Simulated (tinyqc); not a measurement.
Inside a calculation. Method: inverse iteration on a symmetric matrix. Computed by tinyqc, a small Python program that keeps every step. Settings: method = inverse, shift = 0.31. Command: `OMP_NUM_THREADS=1 python tinyqc.py 27587 27588 out.jsonl` (the two numbers bound the seeds that draw the settings). One thread of a shared host (Intel(R) Xeon(R) Processor @ 2.60GHz), about 0.01 s of CPU time with the checks.

A:
$$\begin{pmatrix}
1.164000 & -0.271000 & 0.202000 & -0.036000 \\
-0.271000 & 1.486000 & -0.288000 & -0.085000 \\
0.202000 & -0.288000 & 2.092000 & 0.424000 \\
-0.036000 & -0.085000 & 0.424000 & 5.434000
\end{pmatrix}$$

Stop when the residual |A v - lambda v| is below 1e-9.

Steps:
```
step      lambda  residual
1     1.13506295  4.96e-01
2     1.03511471  1.36e-01
3     1.01648654  6.83e-02
4     1.01032331  4.02e-02
5     1.00807713  2.44e-02
6     1.00723891  1.49e-02
7     1.00692369  9.14e-03
8     1.00680485  5.61e-03
9     1.00676001  3.45e-03
10    1.00674308  2.12e-03
11    1.00673670  1.30e-03
12    1.00673428  8.00e-04
13    1.00673337  4.91e-04
14    1.00673303  3.02e-04
15    1.00673290  1.85e-04
16    1.00673285  1.14e-04
17    1.00673283  7.00e-05
18    1.00673283  4.30e-05
19    1.00673282  2.64e-05
20    1.00673282  1.62e-05
21    1.00673282  9.98e-06
22    1.00673282  6.13e-06
23    1.00673282  3.77e-06
24    1.00673282  2.31e-06
25    1.00673282  1.42e-06
26    1.00673282  8.73e-07
27    1.00673282  5.37e-07
28    1.00673282  3.30e-07
29    1.00673282  2.03e-07
30    1.00673282  1.24e-07
```

Can the last value be used, and what does the course show?

Not by the stop rule, although the second column moves by less than 1e-07 over the last three steps. Not converged in 30 steps: the residual falls only by the ratio of the two smallest distances of eigenvalues from the shift, 0.61 a step. all eigenvalues, for comparison: [1.006733, 1.444007, 2.234687, 5.490573].
